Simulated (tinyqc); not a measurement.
# Read current of a NAND string, cells in series solved by shooting: effects of single changes

Cells in series, numbered from 0 at the source line (0 V) to the bit line, each followed by a gap resistance Rg. A cell with gate Vg, threshold VT, source Vs and drain Vd passes I = 2 nf K Vt^2 [F(Vs) - F(Vd)]/(1 + th max(Vg - VT, 0)), F(V) = ln^2(1 + exp((Vg - VT - nf V)/(2 nf Vt))). The selected cell has Vg = Vr, the others Vg = Vp.

Values chosen for this exercise; values of the order met in vertical NAND strings:

| symbol | value | unit | meaning |
|---|---|---|---|
| T | 358 | K | temperature |
| K | 20 | uA/V^2 | gain factor of a cell |
| nf | 1.7 |  | slope factor |
| th | 0.17 | 1/V | mobility reduction factor |
| Rg | 5.1 | kohm | resistance of the gap between cells |
| Vbl | 0.7 | V | bit-line voltage |
| Vp | 7.7 | V | pass voltage |
| Ve | -0.8 | V | threshold of an erased cell |
| Vh | 4.2 | V | threshold of the highest state |
| Vx | 1.4 | V | threshold of the selected cell |
| Is | 20 | nA | sensing current |
| Vr | 2.61 | V | read voltage on the selected word line |

Constants: q = 1.602176634e-19 C, kB = 1.380649e-23 J/K, Vt = kB T/q. Results are converted to the units shown.

Each table varies one quantity; the others keep the values above.

## Read current against the number of cells

For a trial current I start at 0 V and, cell by cell, solve for the drain: sqrt(F(Vd)) = sqrt(F(Vs) - I/k), k = 2 nf K Vt^2/(1 + th max(Vg - VT, 0)), Vd = [Vg - VT - 2 nf Vt ln(exp(sqrt F) - 1)]/nf, then add I Rg. The string current is the I for which the last node reaches Vbl. The apparent threshold is the Vr at which I = Is. Background: all other cells erased (VT = Ve) or all in the highest state (VT = Vh); ratio and shift are high over erased and high minus erased. The selected cell is in the middle, cell n/2.

Read current against the number of cells:
columns A: n; B: I, others erased (uA); C: I, others high (uA); D: ratio; E: apparent VT, erased (V); F: apparent VT, high (V); G: background shift (mV)
```
A         B       C       D      E      F      G
8     2.790   2.112  0.7571  1.372  1.373  1.144
16    1.696   1.188  0.7007  1.374  1.377  2.291
32   0.9456  0.6311  0.6674  1.380  1.384  4.593
64   0.5008  0.3253  0.6495  1.390  1.399  9.231
96   0.3405  0.2191  0.6433  1.401  1.415  14.08
128  0.2579  0.1651  0.6402  1.412  1.430  18.86
192  0.1737  0.1107  0.6371  1.433  1.462  28.57
```

With erased neighbours the current falls from 2.79 to 0.174 uA, as n^(-0.72) between the first two rows and n^(-0.98) between the last two (-1 once the series resistance rules). The ratio falls from 0.757 to 0.637 and the background shift rises from 1.14 to 28.6 mV.

## Effect of the position of the selected cell

Same model as above.

The string has 64 cells, numbered from the source.

Result of one run:
columns A: j; B: I, others erased (uA); C: I, others high (uA); D: ratio; E: apparent VT, erased (V); F: apparent VT, high (V); G: background shift (mV)
```
A       B       C       D      E      F      G
9  0.5140  0.3296  0.6412  1.375  1.377  2.578
```

What becomes of these results when the number of the selected cell j is changed from 9 to 0, all else the same?

Result of the changed run:
columns A: j; B: I, others erased (uA); C: I, others high (uA); D: ratio; E: apparent VT, erased (V); F: apparent VT, high (V); G: background shift (mV)
```
A       B       C       D      E      F         G
0  0.5167  0.3304  0.6394  1.369  1.369  1.579e-8
```

The whole series:
columns A: j; B: I, others erased (uA); C: I, others high (uA); D: ratio; E: apparent VT, erased (V); F: apparent VT, high (V); G: background shift (mV)
```
A        B       C       D      E      F         G
0   0.5167  0.3304  0.6394  1.369  1.369  1.579e-8
9   0.5140  0.3296  0.6412  1.375  1.377     2.578
18  0.5103  0.3284  0.6435  1.381  1.386     5.171
27  0.5049  0.3266  0.6469  1.387  1.395     7.777
36  0.4967  0.3239  0.6521  1.393  1.403     10.44
45  0.4829  0.3189  0.6604  1.399  1.412     13.17
54  0.4580  0.3081  0.6728  1.405  1.421     15.87
63  0.4189  0.2851  0.6806  1.411  1.429     18.56
```

From the source end to the bit-line end the apparent VT with high neighbours rises from 1.369 to 1.429 V and the background shift rises from 1.58e-8 to 18.6 mV. Cells and gaps on the source side raise the source of the selected cell, which costs nf times that voltage in gate drive; those on the drain side only lower its drain voltage.

Numbers from tinyqc (`OMP_NUM_THREADS=1 python tinyqc.py 2142016 2142017 out.jsonl`; about 0.7 s on one thread of a shared Intel Xeon 2.30GHz).
